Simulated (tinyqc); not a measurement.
Exchange splitting: exchange-split free-electron bands and tunnelling magnetoresistance.

Majority and minority bands E = c k^2/m -/+ Dx/2, c = hbar^2/2m0, so k_up = sqrt(m (EF + Dx/2)/c), k_dn = sqrt(m (EF - Dx/2)/c); n_s = k_s^3/(6 pi^2), D_s = m k_s/(4 pi^2 c).

Barrier: kappa = sqrt(mb phi/c), c = hbar^2/2m0. With a = k1/m, b = k2/m, w = kappa/mb, the transmission at normal incidence is T(k1, k2) = 4 a b w^2/[w^2 (a + b)^2 + (w^2 + a^2)(w^2 + b^2) sinh^2(kappa d)]. Parallel: G_P = T(up, up) + T(dn, dn); antiparallel: G_AP = 2 T(up, dn); TMR = (G_P - G_AP)/G_AP. Julliere: TMR = 2 P^2/(1 - P^2). Slonczewski factor: P_eff = P_k (w^2 - a_up a_dn)/(w^2 + a_up a_dn), P_k = (k_up - k_dn)/(k_up + k_dn).

Constants: hbar^2/2m0 = 3.80998211 eV angstrom^2.

Values chosen for the exercise:
```
symbol  value  unit      meaning
EF      3.54   eV        Fermi energy above the mean band bottom
m       1.11   m0        mass in the electrodes
phi     1.84   eV        barrier height above EF
mb      0.87   m0        mass in the barrier
d       14.2   angstrom  barrier thickness
```

Dx takes the listed multiples of 2 EF.

Results:
```
Dx/(2 EF),k_up,k_dn,P_k,P_eff,TMR (%)
0.10,1.0651,0.9634,0.0501,-0.0100,0.02
0.20,1.1125,0.9083,0.1010,-0.0195,0.08
0.35,1.1800,0.8188,0.1807,-0.0309,0.19
0.50,1.2438,0.7181,0.2679,-0.0355,0.25
0.65,1.3045,0.6008,0.3693,-0.0251,0.13
0.80,1.3625,0.4542,0.5000,0.0250,0.13
0.90,1.3998,0.3211,0.6268,0.1296,3.42
0.97,1.4254,0.1759,0.7803,0.3617,30.10
```

What can be read from this table?

P_k rises from 0.050 to 0.780, and TMR goes from 0.02 % to 30.1 %, not steadily: its largest value is 30.10 % at 0.97 and its smallest 0.02 % at 0.1; P_eff changes sign along the table. At Dx = 2 EF the minority band is empty (a half metal) and G_AP vanishes.

(tinyqc, `OMP_NUM_THREADS=1 python tinyqc.py 1681455 1681456 out.jsonl`, Intel(R) Xeon(R) Processor @ 2.30GHz, 1 thread, shared host, about 0.01 s.)
